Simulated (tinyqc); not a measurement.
From one set of inputs to another, one input at a time: two-dimensional dopant profile at a mask edge: lateral junction, overlap and effective channel length. Computed by tinyqc, a small Python program. Command: `OMP_NUM_THREADS=1 python tinyqc.py 3031113 3031114 out.jsonl lateral ladder`. One thread of a shared host (Intel(R) Xeon(R) Processor @ 2.30GHz), about 0.01 s of CPU time with the checks.

Ions enter for y < 0; the mask (spacer, then gate) covers y > 0. x is the depth. The surface reflects dopant during the anneal.

The inputs printed are set A. Inputs not listed in the table keep their values of set A, so the rows need not describe a real material.

Inputs (values chosen for the exercise, modelled on a source-drain extension in silicon):
```
quantity               value    unit
dose Q               2.6e+15  1/cm^2
projected range R_p        6      nm
vertical straggle        2.7      nm
lateral straggle           2      nm
anneal budget D t      1e-13    cm^2
channel doping C_B   4.8e+17  1/cm^3
gate length L_g           55      nm
offset spacer            2.9      nm
oxide thickness          3.5      nm
```

Constants: eps_0 = 8.8541878128e-12 F/m.

Method:
- Widths s_x^2 = (vertical straggle)^2 + 2 D t, s_y^2 = (lateral straggle)^2 + 2 D t. C(x, y) = V(x) (1/2) erfc(y/(sqrt2 s_y)), V(x) = Q/(sqrt(2 pi) s_x) [exp(-(x - R_p)^2/(2 s_x^2)) + exp(-(x + R_p)^2/(2 s_x^2))]; 1 nm = 1e-7 cm.
- The vertical junction far from the mask solves V(x) = C_B.
- The lateral junction at depth x solves C = C_B: y_j(x) = sqrt2 s_y erfc^-1(2 C_B/V(x)). Overlap under the gate = y_j(0) - spacer; metallurgical channel L_met = L_g - 2 overlap (tails from the two sides are not added).
- Abruptness at y_j(0) in nm per decade = ln(10) s_y sqrt(pi/2) exp(u^2) erfc(u), u = y_j/(sqrt2 s_y). Overlap capacitance per width = 3.9 eps_0 overlap/t_ox (zero if there is no overlap).

Each row keeps all changes above it:
```
input moved                     from       to  lateral junction y_j(0) (nm)  lateral abruptness (nm/decade)  ratio y_j(0)/x_j
set A                              -        -                        17.140                          3.0080           0.62739
lateral straggle (nm)              2      2.3                        17.595                          3.0877           0.64403
vertical straggle (nm)           2.7      1.8                        17.548                          3.0949           0.68099
channel doping C_B (1/cm^3)  4.8e+17  7.1e+17                        17.015                          3.1798           0.67245
gate length L_g (nm)              55       63                        17.015                          3.1798           0.67245
offset spacer (nm)               2.9      2.6                        17.015                          3.1798           0.67245
projected range R_p (nm)           6      5.6                        17.152                          3.1575           0.68876
anneal budget D t (cm^2)       1e-13  3.3e-14                        11.293                          2.2430           0.61066
```

Lateral junction y_j(0) goes from 17.1 to 11.3, a factor 0.659 in all. The largest single move comes from anneal budget D t (a factor 0.658). Lateral abruptness goes from 3.01 to 2.24, a factor 0.746 in all. The largest single move comes from anneal budget D t (a factor 0.710). Ratio y_j(0)/x_j goes from 0.627 to 0.611, a factor 0.9733 in all. The largest single move comes from anneal budget D t (a factor 0.887), and vertical straggle works against it (a factor 1.06). The single moves hold for this order of the switches; the total does not depend on the order.

Caution (all rows): the peak exceeds usual solubilities, so part of the dose is inactive and diffusion is concentration dependent. Caution (rows anneal budget D t): the profile peaks below the surface, where the junction reaches further under the gate than y_j(0); the overlap given is the one at the surface.

Extremes, crossings and ranges named in words are read from the listed rows.
